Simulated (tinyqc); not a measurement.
MOSFET in the linear regime without short-channel effects, parameter extraction from computed curves: one step of the calculation.

Inversion charge Q = Cox n Vt W0(exp((Vg - VT)/(n Vt))), W0 the Lambert function and n = nf; u = Q/Cox; mobility mu = mu0/(1 + th1 u + th2 u^2); channel resistance Rch = (L - dL)/(W mu Q); Id = Vd/(Rch + Rsd/W). Cox = eps0 eox/tox. Small Vd, no channel-length or drain effects.

Problem. Transfer curve. u, mu, Rch and Id as defined.

Parameters, values chosen for the exercise; channel values of the order met in silicon transistors: temperature T = 300 K; relative permittivity of the gate insulator (close to aluminium oxide) eox = 9.16; insulator thickness tox = 18 nm; low-field mobility mu0 = 300 cm^2/(V s); first mobility attenuation factor th1 = 0.29 1/V; second mobility attenuation factor th2 = 0.07 1/V^2; threshold voltage VT = 0.26 V; body factor nf = 1.08; gate width W = 1 um; drawn gate length L = 0.25 um; drawn less effective length dL = 0.014 um; source plus drain resistance Rsd = 450 ohm um; drain voltage Vd = 0.05 V.

Constants: q = 1.602176634e-19 C, kB = 1.380649e-23 J/K, Vt = kB T/q, eps0 = 8.8541878128e-14 F/cm where lengths are in cm. Results are converted to the units shown.

Vg, point 0 to 8 (V): 0.06  0.16  0.26  0.36  0.46  0.56  0.66  0.76  0.86

Wanted: u; mu; Rch; Id.

Solution.

```
point      u (V)  mu (cm^2/(V s))  Rch (ohm)    Id (uA)
0      2.1608e-5           300.00   8.0801e7  6.1880e-4
1      7.5625e-4           299.93   2.3091e6   0.021649
2       0.015835           298.62   1.1077e5    0.44958
3       0.073120           293.66      24392     2.0127
4        0.15258           286.84      11967     4.0266
5        0.23994           279.43     7812.0     6.0518
6        0.33096           271.83     5822.0     7.9720
7        0.42404           264.19     4675.4     9.7553
8        0.51843           256.59     3937.3     11.396
```

tinyqc, about 0.01 s, one thread, Intel Xeon 2.30GHz (shared host): `OMP_NUM_THREADS=1 python tinyqc.py 2210070 2210071 out.jsonl`
